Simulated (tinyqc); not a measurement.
Inside a calculation: band offset of a heterojunction with an interface dipole (two-band chains, self-consistent charge). Values are carried at full precision from step to step, so a last printed digit may differ when a step is redone from the rounded ones.

Sites alternate A, C. Left: A at -G1/2, C at +G1/2, hopping -t1; right: A at D - G2/2, C at D + G2/2, hopping -t2; the bonds across the two interfaces of a ring (C left to A right, C right to A left) have -sqrt(t1 t2). D is the offset of the mid-gaps, so Ev(right) - Ev(left) = D - (G2 - G1)/2 and Ec(right) - Ec(left) = D + (G2 - G1)/2. The closing bond has its sign reversed (antiperiodic ring). Half the levels are filled with two electrons each. The charge moved is q = (electrons on the left) less one a site; the mean over the two interfaces, q/2, is taken as the charge that crosses each, and its dipole opposes the offset: D = D0 - u q/2.

Parameters, chosen for this exercise (gaps near those of GaN and AlN; the chains and D0 are free models, so the offsets are not those of the real pair; not measured data):
- G1 = 3.56 eV (gap on the left)
- G2 = 6.4 eV (gap on the right)
- t1 = 2.69 eV (hopping on the left)
- t2 = 2.63 eV (hopping on the right)
- D0 = -1.22 eV (mid-gap of the right side above that of the left, without dipole)
- n = 3 (cells a side in the small ring)
- u = 3.2 eV (potential step per electron moved across)
- mx = 1 (mixing)

## The small ring at D = D0

Fill in H.

H (eV), lower triangle:
```
         AL1      CL1      AL2      CL2      AL3      CL3      AR1      CR1      AR2      CR2      AR3     CR3
AL1  -1.7800
CL1  -2.6900   1.7800
AL2        0  -2.6900  -1.7800
CL2        0        0  -2.6900   1.7800
AL3        0        0        0  -2.6900  -1.7800
CL3        0        0        0        0  -2.6900   1.7800
AR1        0        0        0        0        0  -2.6598  -4.4200
CR1        0        0        0        0        0        0  -2.6300   1.9800
AR2        0        0        0        0        0        0        0  -2.6300  -4.4200
CR2        0        0        0        0        0        0        0        0  -2.6300   1.9800
AR3        0        0        0        0        0        0        0        0        0  -2.6300  -4.4200
CR3   2.6598        0        0        0        0        0        0        0        0        0  -2.6300  1.9800
```

## Levels and site charges

Diagonalise, fill the lower half with two electrons each, and sum the electrons on the left (L) less one a site.

levels (eV): -7.1133  -6.4034  -5.2785  -5.0517  -3.6817  -2.4723  2.1322  2.3605  3.8187  4.0033  4.9553  5.4108

electrons on the sites: AL1 1.5144, CL1 0.4733, AL2 1.5110, CL2 0.4719, AL3 1.5048, CL3 0.4091, AR1 1.7037, CR1 0.3057, AR2 1.7025, CR2 0.3059, AR3 1.7085, CR3 0.3891

q = -0.1154 electrons

Electrons move to the right, the side whose mid-gap lies lower.

## Self-consistent offset

From here on the ring has 24 cells a side.

Start at D = D0; D(out) = D0 - u q(D)/2; D(new) = D + mx (D(out) - D); stop when |D(out) - D| < 1e-7 eV.

Iterations:
```
i    D (eV)         q  D(out) (eV)  D(out) - D
0  -1.22000  -0.11530     -1.03552       0.184
1  -1.03552  -0.09699     -1.06482     -0.0293
2  -1.06482  -0.09986     -1.06022     0.00461
3  -1.06022  -0.09941     -1.06094   -0.000725
4  -1.06094  -0.09948     -1.06083    0.000114
5  -1.06083  -0.09947     -1.06085   -1.80e-05
6  -1.06085  -0.09947     -1.06084    2.83e-06
7  -1.06084  -0.09947     -1.06084   -4.45e-07
8  -1.06084  -0.09947     -1.06084    7.00e-08
```

D = -1.0608 eV

Converged at i = 8: the dipole removes 13 % of the starting offset.

## Linear response

chi = (q(+h) - q(-h))/(2h) at D = 0 with h = 0.01 eV; S = 1/(1 + u chi/2); linear estimate D = S D0.

chi = 0.09150 1/eV
S = 0.8723
linear estimate of D = -1.0642 eV

The self-consistent value is -1.0608 eV, +3.4 meV from the estimate. At D = 0 no net charge crosses: the mid-gaps are the neutrality levels of these symmetric chains.

## The line-up

Ev(right) - Ev(left) = D - (G2 - G1)/2 and Ec(right) - Ec(left) = D + (G2 - G1)/2, for D0, for the self-consistent D and for D = 0. Type I: the offsets have opposite signs; type III: one valence edge lies above the other conduction edge; else type II.

Offsets (eV):
```
case                            D  valence  conduction                 type
no dipole                  -1.220   -2.640       0.200  type I (straddling)
self-consistent            -1.061   -2.481       0.359  type I (straddling)
neutrality levels aligned   0.000   -1.420       1.420  type I (straddling)
```

The dipole shifts both offsets alike and leaves the type.

## Checks

- q at D = 0 against zero, as particle-hole symmetry demands: both 0.000000.
- q at the self-consistent D on 24 against 48 cells a side: both -0.0995.

Run: tinyqc, `OMP_NUM_THREADS=1 python tinyqc.py 1450665 1450666 out.jsonl`; Intel(R) Xeon(R) Processor @ 2.30GHz, one thread, shared host; about 0.3 s of CPU time with all checks.
